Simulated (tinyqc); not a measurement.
Transmission spectrum against simple models: phonon transmission through an interface between two chains by Green functions. Computed by tinyqc, a small Python program. Command: `OMP_NUM_THREADS=1 python tinyqc.py 3008809 3008810 out.jsonl agf walk`. One thread of a shared host (Intel(R) Xeon(R) Processor @ 2.30GHz), about 0.01 s of CPU time with the checks.

Two semi-infinite chains (masses m_1, m_2; springs k_1, k_2), motion along the chain. The central region holds the end atom of each chain, joined by springs k_b. lambda = omega^2 in eV/(angstrom^2 u); nu = 15.6333042 THz x sqrt(lambda).

Inputs (values chosen for the exercise, for two model chains):
```
quantity                          value           unit
mass m_1                           65.8              u
spring k_1                         7.84  eV/angstrom^2
mass m_2                           34.2              u
spring k_2                         9.49  eV/angstrom^2
junction spring k_b                1.19  eV/angstrom^2
probe frequency / lower band top   0.52              -
```

Atoms in the interlayer: none.

Constants: nu for 1 eV/(angstrom^2 u) = 15.6333042 THz.

Method:
- nu_max = 15.6333042 THz x 2 sqrt(k/m); impedance Z = sqrt(k m); long-wave transmission 4 Z_1 Z_2/(Z_1 + Z_2)^2; the probe frequency is the given share of the lower band top.
- In chain i, sin(q_i a/2) = nu/nu_max,i. An outgoing wave makes the next atom move as exp(i q_i a) times the end atom, so the lead adds the self-energy Sigma_i = -k_i exp(i q_i a) to the force-constant matrix; Gamma_i = -2 Im Sigma_i = 2 k_i sin(q_i a).
- A = lambda M - K - Sigma over the central atoms, with K_ii the sum of the springs at i, K_(i,i+1) = -k_b; G = inverse of A; transmission = Gamma_1 Gamma_2 |G_(first,last)|^2.
- Long-wave value 4 Z_1 Z_2/(Z_1 + Z_2)^2. Continuum estimate, with omega = sqrt(lambda): a massless extra compliance c = 1/k_b - 1/(2 k_1) - 1/(2 k_2), tau = long-wave value/[1 + (omega c Z_1 Z_2/(Z_1 + Z_2))^2].

band top of chain 1 = 10.7926 THz

band top of chain 2 = 16.4703 THz

long-wave transmission = 0.986698

Z_1 = 22.7128 sqrt(eV u)/angstrom

Z_2 = 18.0155 sqrt(eV u)/angstrom

Transmission:
```
nu/nu_top  nu (THz)  Green function  long-wave value  continuum estimate
0.05          0.540         0.92804          0.98670             0.92821
0.15          1.619         0.62560          0.98670             0.62961
0.25          2.698         0.37211          0.98670             0.38312
0.35          3.777         0.22469          0.98670             0.24137
0.45          4.857         0.14114          0.98670             0.16164
0.55          5.936         0.09133          0.98670             0.11440
0.65          7.015         0.05974          0.98670             0.08470
0.75          8.094         0.03844          0.98670             0.06500
0.85          9.174         0.02309          0.98670             0.05136
0.92          9.929         0.01421          0.98670             0.04418
0.98         10.577         0.00615          0.98670             0.03914
```

What does the comparison show, and why?

The transmission starts at the impedance value 0.987 and vanishes at the lower band top, 10.79 THz, above which chain 1 has no states. It first falls below half of that value at nu/nu_top = 0.25. The continuum estimate is within 0.05 up to nu/nu_top = 0.98; it leaves out dispersion.
